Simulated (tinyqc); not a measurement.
Two-dimensional dopant profile at a mask edge: lateral junction, overlap and effective channel length: one step, computed by the program tinyqc.

Ions enter for y < 0; the mask (spacer, then gate) covers y > 0. x is the depth. The surface reflects dopant during the anneal.

Task: Lateral junction at the surface. Widths s_x^2 = (vertical straggle)^2 + 2 D t, s_y^2 = (lateral straggle)^2 + 2 D t. C(x, y) = V(x) (1/2) erfc(y/(sqrt2 s_y)), V(x) = Q/(sqrt(2 pi) s_x) [exp(-(x - R_p)^2/(2 s_x^2)) + exp(-(x + R_p)^2/(2 s_x^2))]; 1 nm = 1e-7 cm. The lateral junction at depth x solves C = C_B: y_j(x) = sqrt2 s_y erfc^-1(2 C_B/V(x)). Overlap under the gate = y_j(0) - spacer; metallurgical channel L_met = L_g - 2 overlap (tails from the two sides are not added). Abruptness at y_j(0) in nm per decade = ln(10) s_y sqrt(pi/2) exp(u^2) erfc(u), u = y_j/(sqrt2 s_y). Overlap capacitance per width = 3.9 eps_0 overlap/t_ox (zero if there is no overlap).

Inputs (values chosen for the exercise, modelled on a source-drain extension in silicon): channel doping C_B = 1.2e+18 1/cm^3; gate length L_g = 230 nm; offset spacer = 13 nm; oxide thickness = 1.9 nm.

s_y = 34.13210 nm

V at the surface = 7.869521e+19 1/cm^3

vertical junction x_j = 140.7076 nm

Constants: eps_0 = 8.8541878128e-12 F/m.

Give: lateral junction y_j(0); ratio y_j(0)/x_j; overlap; metallurgical channel L_met; lateral abruptness; overlap capacitance.

Result:

lateral junction y_j(0) = 73.85 nm

ratio y_j(0)/x_j = 0.5248

overlap = 60.85 nm

metallurgical channel L_met = 108.3 nm

lateral abruptness = 31.20 nm/decade

overlap capacitance = 1.106 fF/um

The two overlaps take 53 % of the gate length.
